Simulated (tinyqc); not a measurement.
# Charge stability of a double quantum dot, constant-interaction model with a charge sensor: what changes with what

Capacitance matrix C = [[C1, -Cm], [-Cm, C2]], C1 = G1 + X1 + Cm + L1, C2 = G2 + X2 + Cm + L2. Gate charges n1 = (G1 V1 + X1 V2)/q, n2 = (X2 V1 + G2 V2)/q. The state (N1, N2) has U = (1/2) d^T E d with d = (N1 - n1, N2 - n2) and E = q^2 C^(-1). Leads at 0 V; no tunnel coupling, spin or level spacing. The sensor reads s1 <N1> + s2 <N2>.

Values chosen for this exercise:

| symbol | value | unit | meaning |
|---|---|---|---|
| G1 | 5.2 | aF | gate 1 to dot 1 |
| G2 | 4.9 | aF | gate 2 to dot 2 |
| X1 | 1.1 | aF | gate 2 to dot 1 |
| X2 | 0.2 | aF | gate 1 to dot 2 |
| Cm | 9.9 | aF | between the dots |
| L1 | 19 | aF | dot 1 to leads and ground |
| L2 | 11 | aF | dot 2 to leads and ground |
| s1 | 0.84 |  | sensor weight of dot 1 |
| s2 | 0.31 |  | sensor weight of dot 2 |
| T | 0.71 | K | temperature |
| V2 | 11.8 | mV | voltage of gate 2 |

Constants: q = 1.602176634e-19 C, kB = 1.380649e-23 J/K, Vt = kB T/q. Results are converted to the units shown.

Each table varies one quantity; the others keep the values above.

## A scan of gate 1

Thermal means over all states within two electrons of the gate charges.

A scan of gate 1:
```
V1 (mV)	<N1>	<N2>	sensor	N1 of the ground state	N2 of the ground state
0.429	0.0000	0.00000	0.0000	0	0
6.13	0.0013	0.00260	0.0019	0	0
11.8	0.9996	0.00027	0.8397	1	0
17.5	1.0000	0.00000	0.8400	1	0
23.2	1.0000	0.00000	0.8400	1	0
28.9	1.0000	0.00002	0.8400	1	0
34.6	1.0000	0.01276	0.8440	1	0
40.3	1.7988	0.18320	1.5678	2	0
46	2.0000	0.00003	1.6800	2	0
51.7	2.0000	0.00000	1.6800	2	0
57.4	2.0000	0.00008	1.6800	2	0
63.1	2.0000	0.06207	1.6992	2	0
68.8	2.0050	0.97635	1.9868	2	1
```

Read the table: what changes, and by how much?

The ground state changes 3 time(s) between the rows listed: (0,0) to (1,0); (1,0) to (2,0); (2,0) to (2,1). Adding to dot 1 moves the sensor by s1 = 0.84, adding to dot 2 by s2 = 0.31, and a shift from dot 2 to dot 1 by 0.530. Far from triple points dot 1 gains an electron about every q/(G1 + X2 Cm/C2) = 30.4 mV.

## Across the interdot transition

The gate charges are n1 = 0.5000 + x, n2 = 0.5000 - x, a line through the middle of the (1,0)-(0,1) boundary. The detuning is U(0,1) - U(1,0); thermal means over all states within two electrons.

Across the interdot transition:
```
x	detuning (meV)	<N1>	<N2>	sensor
-0.045	-0.3653	0.002548	0.9975	0.3114
-0.034	-0.2760	0.01087	0.9891	0.3158
-0.023	-0.1867	0.04516	0.9548	0.3339
-0.011	-0.0893	0.1886	0.8114	0.4099
0	0.0000	0.5000	0.5000	0.5750
0.011	0.0893	0.8114	0.1886	0.7401
0.023	0.1867	0.9548	0.04516	0.8161
0.034	0.2760	0.9891	0.01087	0.8342
0.045	0.3653	0.9975	0.002548	0.8386
```

What does the table show?

<N1> rises from 0.00255 to 0.997 while <N2> falls from 0.997 to 0.00255; their sum stays within 1.9e-8 of 1. The detuning moves by EC1 + EC2 - 2 ECm = 8.12 meV for each unit of x, and the step is a Fermi function of width kB T = 0.0612 meV, which makes it a thermometer once the lever arms are known.

tinyqc, about 0.01 s, one thread, Intel Xeon 2.30GHz (shared host): `OMP_NUM_THREADS=1 python tinyqc.py 2470016 2470017 out.jsonl`
